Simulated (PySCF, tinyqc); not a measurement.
Worked calculation: RHF in the sto-3g basis, for Be, spin multiplicity 1. This run ends on a higher stationary point, not on the lowest solution. The lowest restricted solution is unstable here: a spin-polarised one lies 0.0012 hartree lower (PySCF). One step of it, computed by the program tinyqc.

Problem. Iteration 2: building the Fock matrix. J_ij = sum D_kl (ij|kl), K_ij = sum D_kl (ik|jl); F = H + J - 0.5 K; E = tr D H + tr D J / 2 - 0.25 tr D K + E_nn.

D after iteration 1, lower triangle:
```
           1Be 1s    1Be 2s   1Be 2px   1Be 2py   1Be 2pz
1Be 1s   1.964146
1Be 2s   0.064941  0.002147
1Be 2px  0.000000  0.000000  2.000000
1Be 2py  0.000000  0.000000  0.000000  0.000000
1Be 2pz  0.000000  0.000000  0.000000  0.000000  0.000000
```

core Hamiltonian H = T + V (hartree), lower triangle:
```
            1Be 1s     1Be 2s    1Be 2px    1Be 2py    1Be 2pz
1Be 1s   -7.867117
1Be 2s   -1.932258  -2.102157
1Be 2px   0.000000   0.000000  -1.634157
1Be 2py   0.000000   0.000000   0.000000  -1.634157
1Be 2pz   0.000000   0.000000   0.000000   0.000000  -1.634157
```

Two-electron integrals (ij|kl) in chemists' order, unique and non-zero (hartree):
```
(11|11) 2.298831   (21|11) 0.392036   (21|21) 0.079539   (22|11) 0.570988
(22|21) 0.143041   (22|22) 0.417683   (31|31) 0.014607   (32|31) 0.021888
(32|32) 0.092265   (33|11) 0.569578   (33|21) 0.143083   (33|22) 0.417589
(33|33) 0.449859   (41|41) 0.014607   (42|41) 0.021888   (42|42) 0.092265
(43|43) 0.024249   (44|11) 0.569578   (44|21) 0.143083   (44|22) 0.417589
(44|33) 0.401360   (44|44) 0.449859   (51|51) 0.014607   (52|51) 0.021888
(52|52) 0.092265   (53|53) 0.024249   (54|54) 0.024249   (55|11) 0.569578
(55|21) 0.143083   (55|22) 0.417589   (55|33) 0.401360   (55|44) 0.401360
(55|55) 0.449859
```

nuclear repulsion = 0 hartree

Give: Coulomb J; exchange K; Fock matrix F; total energy of this density.

Solution.

Coulomb J (hartree), lower triangle:
```
         1Be 1s  1Be 2s  1Be 2px  1Be 2py  1Be 2pz
1Be 1s    5.707
1Be 2s    1.067   1.976
1Be 2px   0.000   0.000    2.038
1Be 2py   0.000   0.000    0.000    1.941
1Be 2pz   0.000   0.000    0.000    0.000    1.941
```

exchange K (hartree), lower triangle:
```
         1Be 1s  1Be 2s  1Be 2px  1Be 2py  1Be 2pz
1Be 1s    4.596
1Be 2s    0.856   0.360
1Be 2px   0.000   0.000    0.931
1Be 2py   0.000   0.000    0.000    0.080
1Be 2pz   0.000   0.000    0.000    0.000    0.080
```

Fock matrix F (hartree), lower triangle:
```
         1Be 1s  1Be 2s  1Be 2px  1Be 2py  1Be 2pz
1Be 1s   -4.458
1Be 2s   -1.294  -0.306
1Be 2px   0.000   0.000   -0.062
1Be 2py   0.000   0.000    0.000    0.267
1Be 2pz   0.000   0.000    0.000    0.000    0.267
```

total energy of this density = -14.01269 hartree
